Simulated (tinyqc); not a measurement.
Inside a calculation. Model: quantum-well laser, gain and threshold.

Computed by the program tinyqc: `OMP_NUM_THREADS=1 python tinyqc.py 2840024 2840025 out.jsonl`, one thread of a shared Intel Xeon 2.30GHz, about 0.01 s for the whole run. Printed values are rounded.

One electron and one heavy-hole subband per well, parabolic, with equal sheet densities n of electrons and holes; k-conserving transitions, TE polarisation, no line broadening, so the gain starts as a step at E0 and peaks there. All wells are pumped alike.

Inputs (values chosen for the exercise); well values close to those of gallium arsenide: temperature T = 400 K; lowest transition energy E0 = 1.43 eV; in-plane electron mass me = 0.0714 m0; in-plane hole mass mh = 0.37 m0; Kane energy Ep = 28.5 eV; refractive index nr = 3.39; well width Lw = 8 nm; number of wells Nw = 2; optical confinement per well Gw = 0.022; internal loss ai = 4 1/cm; cavity length Lc = 2000 um; front reflectance R1 = 0.32; back reflectance R2 = 0.3; defect recombination coefficient A = 3e8 1/s; radiative coefficient per well B = 0.00015 cm^2/s; Auger coefficient per well C = 2.7e-18 cm^4/s; injection efficiency eta = 0.85; stripe width Wd = 10 um.

Constants: q = 1.602176634e-19 C, kB = 1.380649e-23 J/K, eps0 = 8.8541878128e-12 F/m, hbar = 1.054571817e-34 J s, m0 = 9.1093837015e-31 kg, c = 299792458 m/s, Vt = kB T/q. Results are converted to the units shown.

Range of the model: The second hole subband, left out here, lies within about 2 Vt of the first in a well this wide.

## Densities of states, saturated gain and threshold gain

Nc = me kB T/(pi hbar^2), Nv = mh kB T/(pi hbar^2), mr = me mh/(me + mh) in m0, g0(E) = q^2 Ep mr/(4 nr eps0 c hbar E Lw) (squared momentum element m0 Ep/4, joint density of states mr/(pi hbar^2 Lw) for both spins). Mirror loss am = ln(1/(R1 R2))/(2 Lc); threshold gain gth = (ai + am)/(Nw Gw).

Nc = 1.02808e12 cm^-2
Nv = 5.32760e12 cm^-2
mr = 0.0598505 m0
g0(E0) = 10083.3 1/cm
am = 5.85852 1/cm
gth = 224.057 1/cm

## Iteration 1: threshold density by Newton steps

n at the start = 3.1e12 cm^-2

fe = 1 - exp(-n/Nc) and fh = 1 - exp(-n/Nv) are the fillings of the two band edges; f = g0 (fe + fh - 1) - gth; f' = g0 [(1 - fe)/Nc + (1 - fh)/Nv]; n(new) = n - f/f'.

fe = 0.950970
fh = 0.441151
f = 3729.80 1/cm
f' = 1.53859e-9 cm
n after iteration 1 = 6.75823e11 cm^-2

## Iteration 2: threshold density by Newton steps

As before.

fe = 0.481784
fh = 0.119137
f = -4248.09 1/cm
f' = 6.74975e-9 cm
n after iteration 2 = 1.30519e12 cm^-2

## Course of the iteration: threshold density by Newton steps

Stop when n changes by less than 1000 cm^-2, or after 30 iterations. n must stay positive.

Course of the iteration:
```
iteration   n (cm^-2)  |change| (cm^-2)
1          6.75823e11           2.42e12
2          1.30519e12           6.29e11
3          1.50961e12           2.04e11
4          1.52541e12           1.58e10
5          1.52549e12            8.40e7
6          1.52549e12              2350
7          1.52549e12             < 1e0
```

Converged in 7 iterations. At the end the number of correct digits about doubles with each step.

## Quasi-Fermi levels and threshold current

nth = 1.52549e12 cm^-2

Fc = Vt ln(exp(n/Nc) - 1) above the electron subband edge, Fv = Vt ln(exp(n/Nv) - 1) below the hole subband edge; gain extends from E0 to E0 + Fc + Fv. Jth = q Nw (A n + B n^2 + C n^3)/eta at n = nth, Ith = Jth Wd Lc; differential efficiency of both facets eta am/(ai + am).

Fc = 0.0422815 eV
Fv = -0.0380543 eV
width of the gain band = 0.00422724 eV
Jth = 307.731 A/cm^2
Ith = 61.5462 mA
differential efficiency = 0.505121

The electrons are degenerate and the holes not degenerate at the band edge. Defect, radiative and Auger recombination carry 56, 43 and 1.2 % of the threshold current. Transparency (g = 0) needs n = 1.47e12 cm^-2.

## Gain spectrum at threshold

E - E0, point 0 to 7 (eV): 0  0.0008  0.0016  0.0024  0.0032  0.004  0.0048  0.0056

At photon energy E: fe = 1/(1 + exp(((mr/me)(E - E0) - Fc)/Vt)), fh = 1/(1 + exp(((mr/mh)(E - E0) - Fv)/Vt)), g = g0(E0)(E0/E)(fe + fh - 1).

```
point        fe        fh  g (1/cm)
0      0.773230  0.248991   224.057
1      0.769801  0.248289   182.303
2      0.766335  0.247589   140.245
3      0.762833  0.246890    97.883
4      0.759296  0.246193    55.220
5      0.755722  0.245497    12.258
6      0.752113  0.244802   -31.003
7      0.748468  0.244109   -74.559
```

The gain turns into absorption at E - E0 = Fc + Fv = 0.00423 eV (Bernard-Duraffourg condition), inside the listed range.
